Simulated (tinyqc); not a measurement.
Memristor with linear dopant drift, Joglekar window: one step of the calculation.

A film of thickness D has a doped share x: R = Ron x + Roff (1 - x), i = v/R, dx/dt = k i F with k = mv Ron/D^2 and F = 1 - (2 x - 1)^(2 p). The drive is v = V0 sin(2 pi f t). The model has no threshold and no heating.

Problem. One Runge-Kutta step. Step h = 1/(12 f), from t = j h. With g(t, x) = dx/dt: k1 = g(t, x), k2 = g(t + h/2, x + h k1/2), k3 = g(t + h/2, x + h k2/2), k4 = g(t + h, x + h k3), x(new) = x + h (k1 + 2 k2 + 2 k3 + k4)/6.

Values chosen for this exercise: resistance of the fully doped film Ron = 500 ohm; resistance of the undoped film Roff = 10000 ohm; film thickness D = 15 nm; dopant mobility mv = 1.9e-14 m^2/(V s); amplitude V0 = 0.9 V; window exponent p = 2; frequency f = 6 Hz.

x at step 2 = 0.23522776
j = 2

Wanted: k1..k4; x at step 3.

Solution.

k1..k4 (1/s): [3.905, 4.639, 4.690, 5.182]
x at step 3 = 0.2995

Program tinyqc, `OMP_NUM_THREADS=1 python tinyqc.py 2880018 2880019 out.jsonl`; Intel Xeon 2.30GHz, shared host, one thread, about 0.1 s.
